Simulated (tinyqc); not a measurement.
Comparisons within one model: free and nearly free electrons in a metal. A value that a table varies takes the place of the one given here.

The cubic cell holds 4 atoms: n = 4 z/a^3, kF = (3 pi^2 n)^(1/3), EF = c kF^2/m, vF = 2 c kF/(m hbar), c = hbar^2/2m0; rs = (3/(4 pi n))^(1/3)/a0; D(EF) = 3 n/(2 EF).

Square wire of width w with grain size w: rho/rho0 = 1/(1 - 3 al/2 + 3 al^2 - 3 al^3 ln(1 + 1/al)) + (3/4) (1 - p) l/w, with al = (l/w) Rg/(1 - Rg) (Mayadas-Shatzkes plus the thick-wire form of Fuchs-Sondheimer); l = hbar kF/(n e^2 rho), e = 1.602176634e-19 C.

Constants: hbar^2/2m0 = 3.80998211 eV angstrom^2; hbar = 6.58211957e-16 eV s; a0 (Bohr radius) = 0.5291772105 angstrom.

Values chosen for the exercise (near those of Co, whose d bands this model ignores; the results hold for these values, not for the real material): a = 3.54 angstrom (fcc lattice constant); z = 2 (free electrons an atom); m = 1 m0 (mass); rho = 6.23 micro-ohm cm (bulk resistivity); p = 0.2 (specularity of the surfaces); Rg = 0.27 (reflection at grain boundaries); w = 20 nm (wire width).

## Resistivity of narrow wires

Wires:
```
w (nm)     al  grain term (factor - 1)  surface term  rho (micro-ohm cm)
200     0.012                    0.018         0.019                6.46
100     0.024                    0.035         0.038                6.69
50      0.047                    0.070         0.077                7.14
30      0.079                    0.115         0.128                7.74
20      0.118                    0.172         0.192                8.49
14      0.169                    0.243         0.274                9.45
10      0.236                    0.338         0.383               10.72
7       0.338                    0.478         0.548               12.62
```

l = 6.39 nm

At 7 nm the resistivity is 2.03 times the bulk value; surfaces add more (0.48 from grains, 0.55 from surfaces). It passes twice the bulk value between 10 and 7 nm. 

## What sets the wire resistivity

All results formed anew. Each row changes one parameter from the base and keeps the others.

Results:
```
case                      EF (eV)  l (nm)  wire rho (micro-ohm cm)
base                       11.639    6.39                    8.494
a = 3.646 angstrom         10.972    6.78                    8.630
m = 1.2 m0                  9.699    6.39                    8.494
rho = 7.476 micro-ohm cm   11.639    5.33                    9.744
p = 0.5                    11.639    6.39                    8.046
Rg = 0.189                 11.639    6.39                    8.104
w = 14 nm                  11.639    6.39                    9.452
```

The largest shifts from the base row, up to three for each result and ties (the steps differ in size, so this ranks the rows, not the parameters). EF (eV): m -1.940, a -0.667; unchanged at the printed digits by rho, p, Rg and w. l (nm): rho -1.07, a +0.39; unchanged at the printed digits by m, p, Rg and w. wire rho (micro-ohm cm): rho +1.250, w +0.958, p -0.448; unchanged at the printed digits by m. The mass drops out of l at given rho, because vF falls and tau rises by the same factor.

tinyqc: `OMP_NUM_THREADS=1 python tinyqc.py 1651325 1651326 out.jsonl`; about 0.01 s, one thread, shared Intel(R) Xeon(R) Processor @ 2.30GHz.
